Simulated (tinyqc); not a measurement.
Conductivity against temperature: Debye-Callaway model of lattice thermal conductivity. Computed by tinyqc, a small Python program. Command: `OMP_NUM_THREADS=1 python tinyqc.py 3009645 3009646 out.jsonl callaway walk`. One thread of a shared host (Intel(R) Xeon(R) Processor @ 2.30GHz), about 0.01 s of CPU time with the checks.

Three acoustic branches with one velocity v, cut at omega_D = k_B Theta/hbar; x = hbar omega/(k_B T). v and Theta are separate inputs: Theta cuts off the heat-carrying modes, so C need not reach 3 k_B/V. gamma is an effective value that sets the umklapp rate. Heat flows along the wire.

Inputs (values chosen for the exercise, modelled on boron arsenide):
```
quantity                                value        unit
sound velocity v                         5550         m/s
Debye temperature Theta                   684           K
volume per atom V                        13.6  angstrom^3
mean atomic mass M                       42.9           u
effective Grueneisen parameter gamma    0.862           -
umklapp exponent divisor b                  3           -
mass variance Gamma                   2.1e-05           -
wire diameter D                           4.2  micrometre
specularity p                             0.2           -
```

Sample: wire. Point defects: isotopes. Normal processes: left out.

Constants: k_B = 1.380649e-23 J/K; hbar = 1.054571817e-34 J s; u = 1.6605390666e-27 kg.

Method:
- Gamma is given directly by the isotope mixture. A = V Gamma/(4 pi v^3).
- Rates: point defects A omega^4; umklapp B omega^2 T exp(-Theta/(b T)) with B = hbar gamma^2/(M v^2 Theta). Boundaries: v/Lambda_B with Lambda_B = D (1 + p)/(1 - p).
- kappa_1 = c int tau_C g dx, g = x^4 e^x/(e^x - 1)^2, c = (k_B/(2 pi^2 v)) (k_B T/hbar)^3, over 0 < x < min(Theta/T, 40), by 96 Gauss-Legendre points in s with x = x_max s^2; tau_C = tau_R, the inverse of the summed rates, and kappa = kappa_1.
- The boundary limit is C v^2/(3 x boundary rate), with C = 3 c int g dx / v^2.

Rayleigh coefficient A = 1.32944e-46 s^3

Kappa (W/(m K)):
```
T (K)  all processes  without point defects  boundary limit
6.8           2.6216                 2.6220          2.6220
14            22.822                 22.881          22.881
24            112.95                 115.27          115.27
41            507.78                 570.30          574.59
68            1545.4                 2047.4          2553.7
120           2289.5                 2795.2           10043
210           1549.7                 1684.3           21237
340           887.54                 922.76           28203
550           493.51                 503.20           31735
890           279.59                 282.50           33253
```

What follows from these numbers?

kappa peaks among these rows at 120 K (T/Theta = 0.175) with 2290 W/(m K). The exponent d ln kappa/d ln T is 3.00 at the cold end, the T^3 law of boundary scattering, and -1.18 at the hot end, near the 1/T law of umklapp scattering, which rules there. Point defects cost most at 68 K, a factor 1.32.

Extremes, crossings and ranges named in words are read from the listed rows.
